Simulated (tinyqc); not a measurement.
# Worked calculation: small-signal admittance of a forward-biased p+-n diode

Program tinyqc, `OMP_NUM_THREADS=1 python tinyqc.py 2890153 2890154 out.jsonl`; Intel Xeon 2.30GHz, shared host, one thread, about 0.01 s. Printed values are rounded.

Holes injected into a neutral base of width wb with an ohmic contact at its end; low injection, p0 far above the equilibrium density. A small voltage v exp(i w t), w = 2 pi f, modulates the edge density by p0 v/Vt, and the small-signal density obeys Dp d2p/dx2 = (1/tau + i w) p.

Values chosen for this exercise; permittivity close to that of 4H silicon carbide: temperature T = 275 K; relative permittivity eps_r = 9.7; donor density of the base Nd = 3.2e15 cm^-3; hole diffusion coefficient Dp = 2.2 cm^2/s; hole lifetime tau = 3e-8 s; width of the neutral base wb = 0.26 um; excess hole density at the junction edge p0 = 6.1e11 cm^-3; acceptor density of the p+ side Na = 3e19 cm^-3; signal frequency f = 1.6e9 Hz.

Constants: q = 1.602176634e-19 C, kB = 1.380649e-23 J/K, Vt = kB T/q, eps0 = 8.8541878128e-14 F/cm where lengths are in cm. Results are converted to the units shown.

## Closed-form admittance

L = sqrt(Dp tau); direct current J = (q Dp p0/L) coth(wb/L); k = sqrt(1 + i w tau)/L; diffusion admittance Y = (q Dp p0/Vt) k coth(k wb) = G + i w C_diff; junction capacitance C_j = sqrt(q eps0 eps_r Nd/(2 Vr)) in the depletion approximation, with the remaining barrier Vr = Vt ln(Na/p0), a rough value under forward bias; base-width modulation is left out.

L = 2.56905 um
J = 0.00829791 A/cm^2
k wb = 1.24485+1.24073i
Y = 0.417842+0.339053i S/cm^2
C_diff = 3.37263e-5 uF/cm^2
C_j = 0.0229035 uF/cm^2

G is 1.19 times its low-frequency value J/Vt, and C_diff is 0.00147 times C_j.

## The same by finite differences

6 equal intervals, h = wb/6; u = small-signal density over its edge value, u_0 = 1, u_6 = 0; u_(i-1) + b u_i + u_(i+1) = 0 with b = -2 - h^2 (1/tau + i w)/Dp; Y = (q Dp p0/(Vt h)) (-b/2 - u_1), which includes the half box at the edge.

b = -2.00028-0.08581i
u, node 1 to 5: [0.801846-0.121470i, 0.614344-0.174170i, 0.441961-0.174205i, 0.284652-0.136367i, 0.139125-0.074142i]
Y on the mesh = 0.415192+0.344164i S/cm^2

Against the closed form the real part is 0.63 % below it and the imaginary part 1.5 % above it; |k h| = 0.29.
